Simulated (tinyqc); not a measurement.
Monte Carlo simulation of one carrier in a uniform electric field: one step, computed by the program tinyqc. Command: `OMP_NUM_THREADS=1 python tinyqc.py 3014308 3014309 out.jsonl mcfl walk`. One thread of a shared host (Intel(R) Xeon(R) Processor @ 2.30GHz), about 2 s of CPU time with the checks.

The force e F acts along +z. Flights end at the constant total rate Gamma; the part of Gamma that the real rates do not fill is self-scattering, which leaves k unchanged. One valley, no impurities; equivalent final valleys enter only through Z_f in the optical rate.

Problem. Scattering event 2. Kane band: hbar^2 k^2/(2 m) = E (1 + alpha E), speed v = hbar k/(m (1 + 2 alpha E)), states per spin, volume and energy g(E) = m k (1 + 2 alpha E)/(2 pi^2 hbar^2); overlap factors are set to 1. Masses are multiplied by m_0 and all formulas are in SI units. Phonon occupation N_q = 1/(exp(hbar w/(k_B T)) - 1). Acoustic deformation potential (elastic, equipartition, absorption and emission together): 1/tau = 2 pi k_B T D_A^2 g(E)/(hbar rho v_l^2). Optical or intervalley deformation potential: 1/tau = (pi Z_f D_o^2/(rho w)) [N_q g(E + hbar w) + (N_q + 1) g(E - hbar w)], with g = 0 below the band edge. Choice: with cumulative rates in the order acoustic, absorption, emission, the process is the first whose sum exceeds r2 Gamma; if none, self-scattering. Final state: E' = E, E + hbar w or E - hbar w gives k'. Isotropic processes: cos(theta) = 1 - 2 r3 from the z axis, phi = 2 pi r4, k' (sin theta cos phi, sin theta sin phi, cos theta). Use row 2 of the random numbers.

Inputs (values chosen for the exercise, modelled on holes in silicon):
```
quantity                                          value       unit
effective mass m                                  0.502        m_0
non-parabolicity alpha                             0.28       1/eV
density rho                                        2329     kg/m^3
sound velocity v_l                                 8920        m/s
acoustic deformation potential D_A                  5.3         eV
phonon energy hbar w                               60.2        meV
optical or intervalley deformation potential D_o    8.6  1e8 eV/cm
final valleys Z_f                                     1          -
lattice temperature T                                77          K
```

Crystal: non-polar. Band: Kane.

k at the end of the flight (1/nm): 0.1800000  0.0340000  -0.1331149

Random numbers (0.02 to 0.98, from up to 60 sets tried for early real events), one row a flight:
```
       r1      r2      r3      r4
1  0.7321  0.8190  0.9718  0.7355
2  0.2316  0.5583  0.3309  0.3877
3  0.6226  0.2703  0.3548  0.8987
4  0.6782  0.7120  0.6502  0.8911
5  0.3286  0.8867  0.1395  0.5802
6  0.8410  0.1561  0.0739  0.1381
7  0.0864  0.9434  0.4813  0.4899
```

Gamma = 40.38081 1e12/s

Constants: hbar = 1.054571817e-34 J s; m_0 = 9.1093837015e-31 kg; e = 1.602176634e-19 C; k_B = 1.380649e-23 J/K; hbar = 6.582119569e-16 eV s; k_B = 8.617333262e-05 eV/K.

Give: cumulative rates; r2 Gamma; process chosen; k after event 2, the start of the next flight.

Solution.

cumulative rates (1e12/s): acoustic 0.11651, absorption 0.11715, emission 0.11715

r2 Gamma = 22.545 1e12/s

Process chosen: self-scattering

k after event 2, the start of the next flight (1/nm): 0.18000  0.03400  -0.13311
